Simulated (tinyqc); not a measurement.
Polytypes and stacking faults of a tetrahedral semiconductor in an axial Ising model with couplings up to third neighbours: one step, computed by the program tinyqc.

Each double layer has s = +1 or -1 for the sense of its stacking step; E per pair of atoms = E0 - sum_n J_n <s_i s_(i+n)>, n = 1, 2, 3. Hexagonality h = (1 - <s_i s_(i+1)>)/2.

Task: Stacking-fault energies. Faults in 3C: the sequences intrinsic (-), extrinsic (--), twin boundary (+ turns to -) are put between perfect repeats; k_n = (layers x C_n of the host) - sum_i s_i s_(i+n). gamma = sum k_n J_n/A, A = (sqrt 3/2) a^2; 1 meV/angstrom^2 = 16.02177 mJ/m^2.

Inputs (values chosen for the exercise, for a model crystal):

| quantity | value | unit |
|---|---|---|
| J1 | 11 | meV/pair |
| J2 | -0.335 | meV/pair |
| J3 | -0.39 | meV/pair |
| basal lattice constant a | 3.84 | angstrom |

Host polytype: 3C.

fault coefficients k_n:
```
               J1  J2  J3
intrinsic       4   4   4
extrinsic       4   8   8
twin boundary   2   4   6
```

Constants: 1 eV/angstrom^2 = 16.02176634 J/m^2.

Give: gamma; energy of the glide fault, intrinsic.

Result:

gamma (mJ/m^2): intrinsic 51.565, extrinsic 47.927, twin boundary 22.985

energy of the glide fault, intrinsic = 51.565 mJ/m^2

The cheapest is the twin boundary fault.
